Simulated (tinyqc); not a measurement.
AlGaN/GaN HEMT with access regions, lumped model: output curve without and with trapping.

A polarisation-induced electron sheet under a Schottky gate, in series with two ungated access regions and contacts. Drift law v = mu E/(1 + mu E/vs) under the gate. Currents in mA/mm, resistances in ohm mm. No self-heating, no channel-length modulation; fits for polarisation, barrier and offset are chosen for the exercise.

sigma = (5e13 x + 1.6e13 x^2) cm^-2, phiB = 0.84 + 1.3 x, dEc = 0.7 (1.71 x + x^2) in volts, Cb = eps0 eps_r/d, VT = phiB - dEc - q sigma/Cb, access density n0 = -Cb VT/q. Access resistance R(L, n) = L/(q mu n sqrt(1 - (I/(q n vs))^2)); Rs = Rc + R(Ls, n0), Rd = Rc + R(Ld, (1 - ft) n0). Vg' = Vg - I Rs, Vd' = Vd - I (Rs + Rd); with u = Vg' - VT, Vc = vs Lg/mu and w the smaller of Vd' and Vc [sqrt(1 + 2 u/Vc) - 1] (0 if negative), the channel gives (mu Cb/Lg)(u w - w^2/2)/(1 + w/Vc). I equals that channel current. The two columns take ft = 0 and ft = 0.3; collapse = 1 - (second)/(first).

Values chosen for this exercise; values close to those of AlGaN/GaN structures:

| symbol | value | unit | meaning |
|---|---|---|---|
| x | 0.25 |  | aluminium share of the barrier |
| d | 18 | nm | barrier thickness |
| eps_r | 9.2 |  | relative permittivity of barrier and channel |
| mu | 1700 | cm^2/(V s) | channel mobility |
| vs | 1.2e7 | cm/s | saturation velocity |
| Lg | 0.5 | um | gate length |
| Ls | 1 | um | source access length |
| Ld | 1.5 | um | drain access length |
| Rc | 0.41 | ohm mm | resistance of each contact |
| Vg | 0.5 | V | gate voltage |

Constants: q = 1.602176634e-19 C, eps0 = 8.8541878128e-14 F/cm where lengths are in cm. Results are converted to the units shown.

Output curve without and with trapping:
```
Vd (V)  I, ft = 0 (mA/mm)  I, ft = 0.3 (mA/mm)  collapse (%)
0.25                138.7                124.2         10.48
0.5                 274.4                245.7         10.45
1                   531.3                475.5         10.50
2                   952.8                853.8         10.39
3                    1185                 1097          7.38
4                    1209                 1207          0.23
6                    1209                 1209          0.00
8                    1209                 1209          0.00
12                   1209                 1209          0.00
```

What does the table show?

Without trapping the current rises from 139 to 1210 mA/mm and first comes within 2 % of its last value at Vd = 4 V among the rows; with trapping that knee lies at 4 V. The collapse is 10 % in the first row, at most 10 % and 0 % in the last: once the gated channel saturates, the drain access only takes spare voltage. For Vd = 6 to 12 V the power passes 5 W/mm, where self-heating, left out here, lowers the current.

Program tinyqc, `OMP_NUM_THREADS=1 python tinyqc.py 2570170 2570171 out.jsonl`; Intel Xeon 2.30GHz, shared host, one thread, about 0.03 s.
